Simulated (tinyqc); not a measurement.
Polytypes and stacking faults of a tetrahedral semiconductor in an axial Ising model with couplings up to third neighbours. Changing the binding energy of the fault level E_b. Computed by tinyqc, a small Python program. Command: `OMP_NUM_THREADS=1 python tinyqc.py 3029892 3029893 out.jsonl polytype sweep`. One thread of a shared host (Intel(R) Xeon(R) Processor @ 2.30GHz), about 0.02 s of CPU time with the checks.

Each double layer has s = +1 or -1 for the sense of its stacking step; E per pair of atoms = E0 - sum_n J_n <s_i s_(i+n)>, n = 1, 2, 3. Hexagonality h = (1 - <s_i s_(i+1)>)/2.

Inputs (values chosen for the exercise, for a model crystal):
```
quantity                                    value      unit
J1                                           2.38  meV/pair
J2                                        -0.0997  meV/pair
J3                                           0.05  meV/pair
basal lattice constant a                     3.82  angstrom
in-plane mass m                              0.46        m0
effective density of states N_c at 300 K  1.5e+19    1/cm^3
electron density n                        6.4e+18    1/cm^3
temperature T                                 750         K
```

Host polytype: 3C.

fault coefficients k_n:
```
               J1  J2  J3
intrinsic       4   4   4
extrinsic       4   8   8
twin boundary   2   4   6
```

Constants: 1 eV/angstrom^2 = 16.02176634 J/m^2; m_0 = 9.1093837015e-31 kg; hbar = 1.054571817e-34 J s; k_B = 1.380649e-23 J/K; k_B = 8.617333262e-05 eV/K.

Method:
- Faults in 3C: the sequences intrinsic (-), extrinsic (--), twin boundary (+ turns to -) are put between perfect repeats; k_n = (layers x C_n of the host) - sum_i s_i s_(i+n). gamma = sum k_n J_n/A, A = (sqrt 3/2) a^2; 1 meV/angstrom^2 = 16.02177 mJ/m^2.
- The fault binds electrons in a two-dimensional band E_b below the conduction edge, g2 = m m0/(pi hbar^2) for one valley. With the Fermi level held by the bulk, eta = ln[n/N_c(T)], N_c(T) = N_c (T/300)^1.5, the grand potential falls by g2 (k_B T)^2 F1(x), x = eta + E_b/(k_B T), F1(x) = integral from 0 to infinity of ln(1 + exp(x - t)) dt; sheet density g2 k_B T ln(1 + e^x). Band bending by the trapped charge is left out, so the gain is an upper bound.
- Net fault energy = gamma of the intrinsic fault less the electronic gain.

One run for each value; columns: (1) binding energy of the fault level E_b (eV); (2) electronic gain (mJ/m^2); (3) sheet density (1/cm^2); (4) net fault energy (mJ/m^2):
```
(1)      (2)        (3)    (4)
0.050  0.285  2.611e+12  11.53
0.071  0.387  3.484e+12  11.43
0.093  0.529  4.658e+12  11.29
0.110  0.671  5.775e+12  11.15
0.140  1.005  8.241e+12  10.81
0.160  1.301  1.025e+13  10.52
0.180  1.666  1.256e+13  10.15
0.200  2.109  1.514e+13   9.71
```

Over the rows, electronic gain (mJ/m^2) rises from 0.285 to 2.11 (exponent d ln y / d ln x 0.87 between the first rows and 2.2 between the last); sheet density (1/cm^2) rises from 2.61e12 to 1.51e13 (exponent d ln y / d ln x 0.82 between the first rows and 1.8 between the last); net fault energy (mJ/m^2) falls from 11.5 to 9.71. The gain grows as exp(E_b/(k_B T)) while the well is empty and as (E_b + eta k_B T)^2 once it is degenerate; thicker faults bind more deeply.
